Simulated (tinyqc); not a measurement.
# Electron continuity equation in a given potential, Scharfetter-Gummel discretisation: three discretisations compared

Steady state in one dimension: J = q mu n E + q D dn/dx with E = -dpsi/dx and D = mu Vt, dJ/dx = q (n/tau - G), fixed densities nL and nR at the ends. The potential is given, psi = U x/L, and is not changed by the electrons.

11 equal intervals. Fluxes J_i = (q D/h)(n_(i+1) P_i - n_i Q_i), d_i = (psi_(i+1) - psi_i)/Vt: Scharfetter-Gummel P = B(d), Q = B(-d), B(d) = d/(exp(d) - 1); central P = 1 - d/2, Q = 1 + d/2; upwind P = 1 + max(-d, 0), Q = 1 + max(d, 0). Balance at each inner node: J_i - J_(i-1) = q h (n_i/tau - G). The reference is Scharfetter-Gummel on 2200 intervals.

Values chosen for this exercise; mobility close to that of silicon at room temperature:
```
symbol,value,unit,meaning
T,400,K,temperature
mu,1340,cm^2/(V s),electron mobility
L,1,um,length of the region
nL,7e12,cm^-3,density at x = 0
nR,6.6e13,cm^-3,density at x = L
tau,1.3e-11,s,lifetime
G,0,cm^-3 s^-1,uniform generation rate
U,0.25,V,potential difference psi(L) - psi(0)
```

Constants: q = 1.602176634e-19 C, kB = 1.380649e-23 J/K, Vt = kB T/q. Results are converted to the units shown.

Densities (cm^-3):
```
node  Scharfetter-Gummel    central     upwind  reference
0              7.0000e12  7.0000e12  7.0000e12  7.0000e12
1              5.9455e12  5.9373e12  6.0256e12  5.9361e12
2              5.0652e12  5.0484e12  5.2381e12  5.0491e12
3              4.3501e12  4.3217e12  4.6523e12  4.3292e12
4              3.8151e12  3.7676e12  4.3205e12  3.7906e12
5              3.5242e12  3.4422e12  4.3646e12  3.4964e12
6              3.6484e12  3.5033e12  5.0386e12  3.6165e12
7              4.5996e12  4.3439e12  6.8505e12  4.5617e12
8              7.3351e12  6.9032e12  1.0800e13  7.2883e12
9              1.4054e13  1.3397e13  1.8840e13  1.3997e13
10             2.9783e13  2.9030e13  3.4774e13  2.9727e13
11             6.6000e13  6.6000e13  6.6000e13  6.6000e13
```

Largest errors as a share of the largest reference density listed: Scharfetter-Gummel 0.086 %, central 1.1 %, upwind 7.6 %. The largest |d| is 0.659. Upwinding stays positive but acts as if D were larger by the factor 1 + |d|/2, up to 1.33 here.

Program tinyqc, `OMP_NUM_THREADS=1 python tinyqc.py 2220132 2220133 out.jsonl`; Intel Xeon 2.30GHz, shared host, one thread, about 0.01 s.
